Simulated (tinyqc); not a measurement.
# Narrowing from the saturation current

Inverse problem. A uniform n-type emitter has J0 = (q p0 D/L)(s + tanh(W/L))/(1 + s tanh(W/L)), D = mup Vt, s = S L/D, and p0 = (ni^2/N) exp(dE_app/kB T), where dE_app = dEg + kB T ln[(N/Nc) exp(-eta)]. Find p0, dE_app and dEg.

Values chosen for this exercise; band and dielectric values close to those of silicon:
```
symbol    value        unit                                     meaning
T           300           K                                 temperature
Nc      2.83e19       cm^-3  conduction-band density of states at 300 K
N        1.6e20       cm^-3                       ionised donor density
mup         170  cm^2/(V s)                      minority-hole mobility
W          1300          nm                               emitter width
S         2.1e6        cm/s       recombination velocity at the contact
```

Constants: q = 1.602176634e-19 C, kB = 1.380649e-23 J/K, Vt = kB T/q. Results are converted to the units shown.

J0 = 1496.2227 fA/cm^2
L = 247.60339 nm
ni = 8.8958430e9 cm^-3
converged eta = 3.5958201

Answer. J0 gives p0, its ratio to ni^2/N gives dE_app, and the degeneracy term is taken off.

p0 = 52.61 cm^-3
dE_app = 120.6 meV
dEg = 168.8 meV

Numbers from tinyqc (`OMP_NUM_THREADS=1 python tinyqc.py 2330134 2330135 out.jsonl`; about 0.01 s on one thread of a shared Intel Xeon 2.30GHz).
